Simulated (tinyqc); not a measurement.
Keating valence-force model of a tetrahedral crystal: one step, computed by the program tinyqc.

Atom A sits at 0 and atom B at a/4 (1,1,1) of an fcc lattice; the four bonds from A are t = a/4 (1,1,1), a/4 (1,-1,-1), a/4 (-1,1,-1), a/4 (-1,-1,1), of length d = sqrt(3) a/4. Energy: E = (3 alpha/(8 d^2)) sum over bonds (r.r - d^2)^2 + (3 beta/(8 d^2)) sum over pairs of bonds at one atom (r_i.r_j + d^2/3)^2, with beta_A for the six pairs at A and beta_B for the six at B. The cell holds two atoms, Omega = a^3/4. 1 N/m = 1 J/m^2.

Task: Optical mode at the zone centre. beta = (beta_A + beta_B)/2; mu = M_A M_B/(M_A + M_B); lambda = 4 (alpha + beta)/mu with the springs in eV/angstrom^2; nu = 15.6333042 THz x sqrt(lambda).

Inputs (values chosen for the exercise, for a model crystal): mass M_A = 126 u; mass M_B = 101 u; bond stretching alpha = 26.4 N/m; bond bending beta_A = 9.9 N/m; bond bending beta_B = 8.73 N/m.

Structure: zinc blende.

Constants: nu for 1 eV/(angstrom^2 u) = 15.6333042 THz; 1 eV/angstrom^2 = 16.02176634 J/m^2; 1 THz = 33.35640952 1/cm.

Give: reduced mass mu; nu_TO at G; the same as a wavenumber.

Result:

reduced mass mu = 56.06 u

nu_TO at G = 6.235 THz

the same as a wavenumber = 208.0 1/cm
